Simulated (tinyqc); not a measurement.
# MOS inversion layer, Poisson-Schroedinger loop: effect of the temperature

Electrons confined at an insulator interface at z = 0, treated as a hard wall; parabolic valleys, Hartree approximation, no image or exchange terms. The depletion charge lies far deeper than the electrons and gives a uniform field q Nd/(eps0 eps_r); the gate balances all charge. Energies are counted from the band edge at the interface.

Schroedinger equation -(C/mz) psi'' + (V0 + U + dE for set B) psi = E psi, C = hbar^2/(2 m0), psi(0) = 0, on a uniform mesh of 800 nodes with a far wall at 29 nm, 8 levels a set; V0 = q Nd z/(eps0 eps_r); dU/dz = q (Ns - integral of n from 0 to z)/(eps0 eps_r), U(0) = 0; N_k = g md m0 q Vt/(pi hbar^2) ln(1 + exp((EF - E_k)/Vt)), g the number of valleys of the set, sum N_k = Ns. Triangular well: E_k = a_k (C F^2/mz)^(1/3), a_1 = 2.338107, a_2 = 4.087949, C = hbar^2/(2 m0), F in eV/nm. Fang-Howard (all electrons in the lowest level of set A): b^3 = 6 (mz1/C) q (Nd + 11 Ns/32)/(eps0 eps_r), centroid 3/b, level C b^2/(4 mz1) + (3/b) q (Nd + 11 Ns/16)/(eps0 eps_r). The centroid adds 3.9 z_av/eps_r to an oxide-equivalent thickness.

Parameters, values chosen for the exercise; masses and permittivity close to those of germanium (111):
```
symbol   value   unit                                     meaning
eps_r     16.1                              relative permittivity
mz1       1.59     m0  mass along z of valley set A (1 valley(s))
md1     0.0822     m0    in-plane density-of-states mass of set A
mz2     0.0911     m0  mass along z of valley set B (3 valley(s))
md2      0.342     m0    in-plane density-of-states mass of set B
Ns        9e11  cm^-2                  sheet density of electrons
Nd      2.5e12  cm^-2           sheet density of depletion charge
dE           0     eV               extra shift of set B (strain)
```

Constants: q = 1.602176634e-19 C, kB = 1.380649e-23 J/K, hbar = 1.054571817e-34 J s, m0 = 9.1093837015e-31 kg, Vt = kB T/q, eps0 = 8.8541878128e-14 F/cm where lengths are in cm, hbar^2/(2 m0) = 0.0380998212 eV nm^2. Results are converted to the units shown.

The same in every row: Fang-Howard centroid (nm) = 1.51.

Result of one run:
```
T (K)  A1 (meV)  B1 (meV)  EF (meV)  share of A1 (%)  share of set A (%)  centroid z_av (nm)  added oxide equivalent (nm)
120        73.2       176      97.4             96.1                99.7                1.46                        0.355
```

What becomes of these results when the temperature T is changed from 120 to 400 K, all else the same?

Result of the changed run:
```
T (K)  A1 (meV)  B1 (meV)  EF (meV)  share of A1 (%)  share of set A (%)  centroid z_av (nm)  added oxide equivalent (nm)
400        74.4       182      46.5             48.4                67.3                2.49                        0.602
```

The whole series:
```
T (K)  A1 (meV)  B1 (meV)  EF (meV)  share of A1 (%)  share of set A (%)  centroid z_av (nm)  added oxide equivalent (nm)
20         73.1       175      99.3              100                 100                1.42                        0.343
50         73.1       175      99.3             99.9                 100                1.42                        0.344
77         73.1       176      99.0             99.2                 100                1.43                        0.346
120        73.2       176      97.4             96.1                99.7                1.46                        0.355
200        73.5       177      90.0             84.4                94.8                1.66                        0.403
300        74.0       180      72.1             64.8                80.9                2.08                        0.504
400        74.4       182      46.5             48.4                67.3                2.49                        0.602
500        74.8       184      15.1             36.7                57.1                2.82                        0.684
```

As T goes from 20 to 500, A1 rises from 73.1 to 74.8 meV, the share of A1 falls from 100 to 36.7 % and the centroid rises from 1.42 to 2.82 nm. EF lies more than 2 meV above A1 for T = 20, 50, 77, 120, 200. The Fang-Howard centroid is 6.2 % above the full one in the first row, where A1 holds 100 %, and 47 % below it in the last, where A1 holds 36.7 %.

tinyqc, about 0.8 s, one thread, Intel Xeon 2.30GHz (shared host): `OMP_NUM_THREADS=1 python tinyqc.py 2160015 2160016 out.jsonl`
